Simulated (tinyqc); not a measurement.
# Raman line shape of confined optical phonons and breathing modes of small crystals, step by step

A worked calculation. Computed by tinyqc, a small Python program that keeps every step. Command: `OMP_NUM_THREADS=1 python tinyqc.py 3022308 3022309 out.jsonl confine walk`. One thread of a shared host (Intel(R) Xeon(R) Processor @ 2.30GHz), about 0.02 s of CPU time with the checks. Intermediate numbers are printed to about 7 digits and carried at full precision; extremes and crossings named in words are read from the listed rows.

Confinement in 3 direction(s) lets phonons with q away from zero scatter light. q is in units of 2 pi/a, from 0 to 1, and the branch is isotropic: omega(q)^2 = (omega_0^2 + omega_X^2)/2 + ((omega_0^2 - omega_X^2)/2) cos(pi q). The model and its constant beta are phenomenological; beta = 8 is the common choice.

Inputs (values chosen for the exercise, modelled on silicon):
```
quantity                                value      unit
bulk frequency omega_0                  520.6      1/cm
frequency at the zone boundary omega_X    417      1/cm
natural width Gamma_0                     3.2      1/cm
lattice constant a                      5.431  angstrom
size L                                     10        nm
confinement constant beta                   4         -
probe offset omega - omega_0             -5.4      1/cm
longitudinal velocity                    8860       m/s
transverse velocity                      5340       m/s
```

Shape: sphere.

Constants: c = 299792458 m/s.

## Range of wave vectors

Weight W(q) = q^2 exp(-(2 L q/a)^2/(2 beta)) dq, that is exp(-k^2 L^2/(2 beta pi^2)) for k = 2 pi q/a. Width q_c = a sqrt(2 beta)/(2 L), where the exponential falls to 1/e; curvature of the branch: omega(q) = omega_0 - c q^2, c = pi^2 (omega_0^2 - omega_X^2)/(8 omega_0); for small q_c the mean of q^2 is (number of confined directions) q_c^2/2, and the mean shift is -c times that.

q_c = 0.07680594 2 pi/a

curvature c = 230.1881 1/cm

mean shift, quadratic estimate = -2.036872 1/cm

omega(q_c) - omega_0 = -1.353098 1/cm

## Intensity at one frequency

I(omega) = int W(q) / [(omega - omega(q))^2 + (Gamma_0/2)^2] dq / int W dq x (Gamma_0/2)^2, by 400 Gauss-Legendre points on 0 < q < min(1, 2.5 a sqrt(2 beta)/L). Bulk Lorentzian 1/(1 + (2 offset/Gamma)^2); mean shift = weighted mean of omega(q) less the bulk frequency.

I at the probe offset = 0.2399218

bulk Lorentzian there = 0.08070618

mean shift, from the weights = -2.018810 1/cm

## Peak, width and asymmetry

The peak is the maximum of I; the width is taken between the half-maximum points, and the asymmetry is the low-side half-width over the high-side one.

peak shift = -1.3815 1/cm

full width = 5.0618 1/cm

asymmetry = 1.4052

peak height (bulk = 1) = 0.70812

The peak moves 68 % as far as the mean: the tail on the low side carries the rest. A shift without broadening or asymmetry would point to stress, not size.

## Line shape against size

The formulas are those given above.

Line shape:
```
L (nm)  peak shift (1/cm)  full width (1/cm)  asymmetry  mean shift, quadratic estimate (1/cm)
3                 -9.3174             29.168     2.4925                              -22.63191
3.6               -6.7083             20.976      2.415                              -15.71661
4.4               -4.7785             14.874     2.2629                              -10.52103
5.5               -3.3525              10.46     2.0363                              -6.733462
7                 -2.3309             7.4808      1.765                              -4.156882
10                -1.3815             5.0618     1.4052                              -2.036872
15               -0.74371             3.8313     1.1419                             -0.9052766
25               -0.30883             3.3181     1.0193                             -0.3258996
```

The peak shift falls with exponent -1.80 at the small end and -1.72 at the large end. For still larger L it tends to the mean shift, which goes as 1/L^2; the ratio is 0.41 in the first row and 0.95 in the last. The width exceeds Gamma_0 by over 10 % for L up to 15 nm. In a sphere the factor q^2 removes the weight at q = 0, so the peak itself moves strongly.

## Breathing mode of the free sphere

Lamb: with s = omega R/v_L, R = L/2, the lowest radial mode solves tan(s)/s = 1/(1 - s^2 v_L^2/(4 v_T^2)), s between pi/2 and pi; wavenumber = s v_L/(2 pi c R).

root s = 2.490511

breathing frequency = 702.3802 GHz

breathing wavenumber = 23.42888 1/cm

Checks made by the program: mean shift of a large crystal against the quadratic estimate (relative difference 2e-05).
